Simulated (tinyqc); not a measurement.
Inside a calculation: two-dimensional electron gas with Rashba and Dresselhaus coupling. Values are carried at full precision from step to step, so a last printed digit may differ when a step is redone from the rounded ones.

H = c k^2/m + al (ky sx - kx sy) + b1 (kx sx - ky sy) + gam kx ky (kx sy - ky sx), s the Pauli matrices, x = [100], c = hbar^2/2m0, b1 = gam (pi/L)^2 (hard walls). H = c k^2/m + B.s, so E = c k^2/m -/+ |B| and the lower state has its spin along -B.

Constants: hbar^2/2m0 = 3.80998211 eV angstrom^2; hbar = 6.58211957e-16 eV s.

Parameters, chosen for this exercise (of the size met in GaAs; not measured data): m = 0.0655 m0 (mass); al = 0.027 eV angstrom (Rashba constant); gam = 10.7 eV angstrom^3 (bulk Dresselhaus constant); L = 220 angstrom (width of the (001) well); n = 5.9 1e11/cm^2 (sheet density (one subband filled)); phi = 75 degrees (angle of k from [100]).

## Scales

b1; mean Fermi wave vector k0 = sqrt(2 pi n) (1e11/cm^2 = 1e-5/angstrom^2); E0 = c k0^2/m; b3 = gam k0^2/4; kR = al m/(2c) and ER = al kR/2, the shift and depth of a pure Rashba band.

b1 = 0.002182 eV angstrom
k0 = 0.01925 1/angstrom
E0 = 21.563 meV
b3 = 0.0009916 eV angstrom
kR = 0.0002321 1/angstrom
ER = 0.003133 meV

The ratio al/(b1 - b3) is 22.68; kR is 1.2 % of k0.

## Spin-orbit field at one point of the Fermi circle

k = k0 (cos phi, sin phi). Form B, the splitting 2|B| and the direction of the lower spin, atan2(-By, -Bx).

Bx, By (meV): 0.4946  -0.1702

splitting = 1.0461 meV
direction of the lower spin = 161.0 degrees

## The matrix

H = [[E0, Bx - i By], [Bx + i By, E0]] in meV; diagonalise. Precession period h/(2|B|) = 2 pi hbar/(splitting).

H (meV):
```
                  up            down
up           21.5632  0.4946+0.1702i
down  0.4946-0.1702i         21.5632
```

levels (meV): 21.0402  22.0862

period = 3.95 ps

## The two wave vectors at the energy E0 along this direction

Solve c k^2/m -/+ |B(k)| = E0. The spin turns by (k_outer - k_inner) per length, so a half turn takes pi/(difference).

k (1/angstrom): outer 0.019488, inner 0.019021

difference = 0.0004670 1/angstrom
length of a half turn = 672.7 nm

For linear terms alone the difference is (m/c)|B|/k, whatever the energy: every electron along this direction turns alike, the basis of the spin transistor. The cubic term makes it depend on density.

## Checks

- Difference of the Fermi wave vectors without Dresselhaus terms against al m/c: both 0.00046418.

Program tinyqc; command `OMP_NUM_THREADS=1 python tinyqc.py 1481963 1481964 out.jsonl`; about 0.01 s on one thread of a shared Intel(R) Xeon(R) Processor @ 2.30GHz.
